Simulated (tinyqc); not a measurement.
Inside a calculation. Method: Pariser-Parr-Pople SCF with singles CI, for the molecule c1ccnc[cH+]c1 (SMILES; centres numbered as the heavy atoms are written). One step of it, computed by the program tinyqc.

Problem. Singles CI, singlets. Over the 6 single excitations with the smallest orbital gaps: A = (e_a - e_i) delta + 2 (ia|jb) - (ij|ab), with (pq|rs) = sum c_mp c_mq gamma_mn c_nr c_ns. f = 2/3 w |mu|^2 in atomic units, mu = sqrt2 sum c_ia sum_m c_mi c_ma R_m.

orbital energies (eV): [-20.242290, -17.775182, -16.980716, -7.306318, -6.662325, -2.572758, -2.361903]

coefficients, order 1C, 2C, 3C, 4N, 5C, 6C, 7C:
$$\begin{pmatrix}
0.308441 & -0.499650 & -0.258144 & 0.369771 & -0.411774 & 0.136527 & 0.513467 \\
0.334270 & -0.229008 & -0.538807 & -0.454975 & -0.184223 & -0.358978 & -0.419166 \\
0.383332 & 0.209027 & -0.377875 & -0.225041 & 0.544514 & 0.508510 & 0.246684 \\
0.540864 & 0.555710 & -0.000232 & 0.459582 & 0.000039 & -0.432939 & -0.000078 \\
0.383286 & 0.209449 & 0.377694 & -0.224938 & -0.544487 & 0.508689 & -0.246462 \\
0.334143 & -0.228402 & 0.539101 & -0.455101 & 0.184116 & -0.359188 & 0.418950 \\
0.308368 & -0.499362 & 0.258797 & 0.369722 & 0.411879 & 0.136735 & -0.513358
\end{pmatrix}$$

repulsion gamma_rs (eV), order 1C, 2C, 3C, 4N, 5C, 6C, 7C:
$$\begin{pmatrix}
11.500000 & 7.668034 & 5.113149 & 4.226321 & 4.252820 & 5.113149 & 7.668034 \\
7.668034 & 11.500000 & 7.665861 & 5.066279 & 4.252703 & 4.253137 & 5.113997 \\
5.113149 & 7.665861 & 11.500000 & 7.513246 & 5.112363 & 4.252667 & 4.253137 \\
4.226321 & 5.066279 & 7.513246 & 10.510000 & 7.514427 & 5.066520 & 4.226206 \\
4.252820 & 4.252703 & 5.112363 & 7.514427 & 11.500000 & 7.665226 & 5.112116 \\
5.113149 & 4.253137 & 4.252667 & 5.066520 & 7.665226 & 11.500000 & 7.665861 \\
7.668034 & 5.113997 & 4.253137 & 4.226206 & 5.112116 & 7.665861 & 11.500000
\end{pmatrix}$$

Centres (angstrom, eV; a flat drawing with bonds scaled to 1.40 angstrom):
```
centre          x          y  core charge z          W   gamma_rr
1C       1.613000   0.000000              1  10.240000  11.500000
2C       1.006000   1.261000              1  10.240000  11.500000
3C      -0.359000   1.573000              1  10.240000  11.500000
4N      -1.454000   0.700000              1  12.330000  10.510000
5C      -1.454000  -0.700000              1  10.240000  11.500000
6C      -0.359000  -1.573000              1  10.240000  11.500000
7C       1.006000  -1.261000              1  10.240000  11.500000
```

Give: singlet CI matrix; singlet excitation energies; oscillator strengths.

Solution.

singlet CI matrix (eV), order 3>4, 3>5, 2>4, 2>5, 1>4, 1>5:
$$\begin{pmatrix}
5.246 & 0.000 & 0.000 & 1.245 & 0.000 & 0.136 \\
0.000 & 5.652 & -1.125 & 0.000 & -0.149 & 0.000 \\
0.000 & -1.125 & 5.789 & 0.000 & -0.016 & 0.000 \\
1.245 & 0.000 & 0.000 & 6.207 & 0.000 & 0.031 \\
0.000 & -0.149 & -0.016 & 0.000 & 7.668 & 0.000 \\
0.136 & 0.000 & 0.000 & 0.031 & 0.000 & 8.199
\end{pmatrix}$$

singlet excitation energies (eV): [4.389, 4.589, 6.837, 7.052, 7.683, 8.210]

oscillator strengths: [0.069, 0.002, 1.461, 1.352, 0.022, 0.095]
